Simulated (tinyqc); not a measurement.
Gain for each load and current direction: deformation-potential model of the Delta valleys of a conduction band.

Valleys with axes along x, y and z, each a pair at +k and -k. Herring-Vogt shift of a valley with unit axis a: dE = Xd tr(e) + Xu a.e.a. Non-degenerate shares n_i = exp(-dE_i/kT)/sum_j exp(-dE_j/kT). Inverse mass tensor of a valley: (1 - a a)/mt + a a/ml; the masses are taken as independent of strain.

s11 = (C11 + C12)/((C11 - C12)(C11 + 2 C12)), s12 = -C12/((C11 - C12)(C11 + 2 C12)), s44 = 1/C44; exx = s11 sxx + s12 (syy + szz) and cyclic, exy = s44 sxy/2; tension is positive. A uniaxial stress X along the unit vector n is s_ij = X n_i n_j.

Constants: kB = 8.617333262e-05 eV/K.

Inputs chosen for the exercise (near those of Si; the results hold for these values, not for the real material): ml = 0.931 m0 (longitudinal mass); mt = 0.193 m0 (transverse mass); Xd = 1.1 eV (dilation potential); Xu = 9.09 eV (uniaxial potential); C11 = 165.6 GPa; C12 = 63.5 GPa; C44 = 79.6 GPa; X1 = 0.3 GPa (size of the stress); T = 400 K (temperature).

Each load has the size X1. Gain m_c(0)/m_c - 1 in per cent from repopulation alone, m_c = 1/(u.M.u), M = sum_i n_i (inverse mass tensor); biaxial means sxx = syy.

Gain (%); + is tension, - compression:
```
load                [100]  [010]  [001]  [110]  [1-10]  [111]
uniaxial [110] (+)    4.9    4.9   -9.8    4.9     4.9    0.0
uniaxial [110] (-)   -4.3   -4.3    8.6   -4.3    -4.3    0.0
uniaxial [100] (+)   15.7   -7.9   -7.9    3.9     3.9    0.0
uniaxial [100] (-)  -20.2   10.1   10.1   -5.0    -5.0    0.0
uniaxial [111] (+)    0.0    0.0    0.0    0.0     0.0    0.0
uniaxial [111] (-)    0.0    0.0    0.0    0.0     0.0    0.0
biaxial (001) (+)    10.1   10.1  -20.2   10.1    10.1    0.0
biaxial (001) (-)    -7.9   -7.9   15.7   -7.9    -7.9    0.0
```

How do the results move, and what explains it?

The largest gain is +15.7 %, for uniaxial [100] (+) with the current along [100] and biaxial (001) (-) with the current along [001]; for a [110] channel it is +10.1 %, under biaxial (001) (+). No gain or loss appears under uniaxial [111]: the valleys stay equivalent (in real silicon shear also changes the masses, which this model leaves out).

Run: tinyqc, `OMP_NUM_THREADS=1 python tinyqc.py 1050525 1050526 out.jsonl`; Intel(R) Xeon(R) Processor @ 2.30GHz, one thread, shared host; about 0.03 s of CPU time with all checks.
